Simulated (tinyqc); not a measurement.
p-n heterojunction, non-linear Poisson equation by Newton steps, Boltzmann statistics: one step of the calculation.

One dimension, material 1 (p-type) at x < 0 and material 2 (n-type) at x > 0. Band edges: Ec = -psi in material 1 and -psi + dEc in material 2, Ev = Ec - Eg. Flat quasi-Fermi levels: 0 for holes, +V for electrons. n = Nc F((EFn - Ec)/Vt), p = Nv F((Ev - EFp)/Vt), with F(eta) = exp(eta) (Boltzmann statistics); full ionisation, no interface charge, classical densities; the doping types are chosen for the exercise. The polarisation charge of real nitride interfaces, of order 1e13 cm^-2, is left out.

Task. Densities, residual and Jacobian diagonal. n_i = Nc F(a_n), a_n = (V - Ec_i)/Vt; p_i = Nv F(a_p), a_p = (Ec_i - Eg)/Vt; rho_i = p_i - n_i + C_i with C = -N1 or +N2; g_i = (n_i + p_i)/Vt. Box widths w_i = (h_(i-1) + h_i)/2 in cm. Residual F_i = a_i (psi_(i+1) - psi_i) - a_(i-1) (psi_i - psi_(i-1)) + q rho_i w_i; Jacobian: a_(i-1) and a_i beside the diagonal, b_i = -a_(i-1) - a_i - q g_i w_i on it. The two end nodes are fixed.

Values chosen for this exercise; band and dielectric values close to those of AlGaN and GaN:
```
symbol,value,unit,meaning
T,300,K,temperature
Eg1,3.95,eV,band gap of material 1
Nc1,3.06e18,cm^-3,conduction-band density of states of material 1
Nv1,5.93e19,cm^-3,valence-band density of states of material 1
Eg2,3.46,eV,band gap of material 2
Nc2,2.28e18,cm^-3,conduction-band density of states of material 2
Nv2,4.56e19,cm^-3,valence-band density of states of material 2
dEc,-0.37,eV,conduction-band offset Ec2 - Ec1
N1,2.6e16,cm^-3,acceptor density of material 1
N2,7.3e16,cm^-3,donor density of material 2
V,0,V,bias of side 1 against side 2
```

Constants: q = 1.602176634e-19 C, kB = 1.380649e-23 J/K, Vt = kB T/q. Results are converted to the units shown.

| node | x (nm) | psi at the start (V) | material |
|---|---|---|---|
| 0 | -622 | -3.7501054 | 1 |
| 1 | -375 | -2.8305232 | 1 |
| 2 | -218 | -2.2460114 | 1 |
| 3 | -118 | -1.8737108 | 1 |
| 4 | -53.8 | -1.6346939 | 1 |
| 5 | -13 | -1.4827953 | 1 |
| 6 | 13 | -1.3859972 | 2 |
| 7 | 44.8 | -1.2676056 | 2 |
| 8 | 83.8 | -1.1224084 | 2 |
| 9 | 132 | -0.9429596 | 2 |
| 10 | 190 | -0.7270253 | 2 |
| 11 | 262 | -0.4589689 | 2 |

| interval | coupling a_i (F/cm^2) |
|---|---|
| 0 | 3.3301783e-8 |
| 1 | 5.2391978e-8 |
| 2 | 8.2255405e-8 |
| 3 | 1.2812368e-7 |
| 4 | 2.0160638e-7 |
| 5 | 3.1772328e-7 |
| 6 | 2.6089226e-7 |
| 7 | 2.1272754e-7 |
| 8 | 1.7212394e-7 |
| 9 | 1.4304093e-7 |
| 10 | 1.1522742e-7 |

psi_L = -3.7501054 V
psi_R = -0.45896891 V

Wanted: n; p; residual F; diagonal b.

Result.

| node | n (cm^-3) | p (cm^-3) |
|---|---|---|
| 0 | 3.067e-45 | 2.600e16 |
| 1 | 8.610e-30 | 9.261 |
| 2 | 5.681e-20 | 1.404e-9 |
| 3 | 1.020e-13 | 7.815e-16 |
| 4 | 1.057e-9 | 7.544e-20 |
| 5 | 3.766e-7 | 2.118e-22 |
| 6 | 19.50 | 3.995e-22 |
| 7 | 1900 | 4.099e-24 |
| 8 | 5.224e5 | 1.491e-26 |
| 9 | 5.403e8 | 1.442e-29 |
| 10 | 2.292e12 | 3.398e-33 |
| 11 | 7.300e16 | 1.067e-37 |

| node | residual F (1e-8 C/cm^2) | diagonal b (F/cm^2) |
|---|---|---|
| 1 | -8.415 | -8.569e-8 |
| 2 | -5.353 | -1.346e-7 |
| 3 | -3.420 | -2.104e-7 |
| 4 | -2.187 | -3.297e-7 |
| 5 | -1.378 | -5.193e-7 |
| 6 | 3.393 | -5.786e-7 |
| 7 | 4.140 | -4.736e-7 |
| 8 | 5.099 | -3.849e-7 |
| 9 | 6.211 | -3.152e-7 |
| 10 | 7.602 | -2.584e-7 |

Computed by the program tinyqc: `OMP_NUM_THREADS=1 python tinyqc.py 2040083 2040084 out.jsonl`, one thread of a shared Intel Xeon 2.30GHz, about 0.03 s for the whole run.
